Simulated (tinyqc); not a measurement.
Stoner model of a band ferromagnet: sweeps and comparisons. A value that a table varies takes the place of the one given here.

Density of states per atom and spin: semi-elliptic, D(e) = (8 M/(pi W^2)) sqrt(W^2/4 - e^2). Levels e -/+ I m/2 for up and down spin, m = n_up - n_down, n_up + n_down = nd. At zero temperature e(N) is the energy below which N states lie, and E(m) = sum over spins of integral e D de - I m^2/4.

Constants: kB = 8.617333262e-05 eV/K.

Parameters, chosen for this exercise:
- W = 4.9 eV (band width, e from -W/2 to W/2)
- M = 5 (states per atom and spin)
- nd = 7.38 (electrons per atom)
- I = 0.9 eV (Stoner parameter)

## Moment against temperature

Fermi-Dirac occupations on 600 equal energy intervals; m is iterated from saturation until it changes by less than 1e-7 or for 400 rounds; the paramagnet is unstable while I times the mean of D weighted by -df/de exceeds 1.

Results:
```
T/Tc  T (K)  m (muB)  I D(T) of the paramagnet
0.10    438    2.299                     1.079
0.30   1315    2.187                     1.074
0.50   2191    1.962                     1.062
0.65   2849    1.709                     1.048
0.80   3506    1.343                     1.030
0.90   3944    0.974                     1.016
0.95   4163    0.698                     1.008
1.10   4821    0.001                     0.983
```

Tc (from I D(T) = 1) = 4.38e+03 K

kB Tc = 0.378 eV, 0.18 of the exchange splitting at zero temperature. m keeps 0.85 of its first value at half Tc and 0.42 at 0.9 Tc. The model knows only Stoner excitations; spin waves and local moments bring the ordering temperature below the Stoner value.

## Moment against the Stoner parameter

Lowest state for each I.

Results:
```
I (eV)  I D(EF)  m (muB)  E - E(0) (meV)
0.50      0.600    0.000             0.0
0.67      0.804    0.000             0.0
0.75      0.900    0.000             0.0
0.84      1.008    0.891            -0.7
0.92      1.104    2.468           -80.7
1.05      1.260    2.620          -300.3
1.25      1.500    2.620          -643.6
1.50      1.800    2.620         -1072.6
```

A moment first appears at I = 0.84 eV of those listed, where I D(EF) = 1.008. It is saturated at 2.620 from I = 1.05 eV on.

## Moment against band filling

Rigid band, I fixed: a Slater-Pauling curve.

Results:
```
nd   I D(EF)  m (muB)  m_max
3.0    1.108    2.846    3.0
4.0    1.155    3.973    4.0
5.0    1.169    4.707    5.0
6.0    1.155    3.973    4.0
6.5    1.136    3.442    3.5
7.0    1.108    2.846    3.0
7.5    1.070    2.120    2.5
8.0    1.018    0.999    2.0
8.5    0.948    0.000    1.5
9.0    0.850    0.000    1.0
9.5    0.693    0.000    0.5
```

Magnetic fillings among those listed: 3.0, 4.0, 5.0, 6.0, 6.5, 7.0, 7.5 and 8.0; the largest moment is 4.71 at nd = 5. No listed filling is saturated.

## What moves the moment

Lowest state for each case. Each row changes one parameter from the base and keeps the others.

Results:
```
case          I D(EF)  m (muB)  E - E(0) (meV)
base            1.080    2.313           -52.0
W = 4.508 eV    1.174    2.620          -163.0
I = 0.972 eV    1.166    2.620          -166.5
nd = 7.08       1.103    2.741           -95.6
```

The largest shifts from the base row, up to three for each result and ties (the steps differ in size, so this ranks the rows, not the parameters). I D(EF): W +0.094, I +0.086, nd +0.023. m (muB): nd +0.428, W +0.307, I +0.307. E - E(0) (meV): I -114.5, W -111.1, nd -43.7.

Run: tinyqc, `OMP_NUM_THREADS=1 python tinyqc.py 1680438 1680439 out.jsonl`; Intel(R) Xeon(R) Processor @ 2.30GHz, one thread, shared host; about 0.5 s of CPU time with all checks.
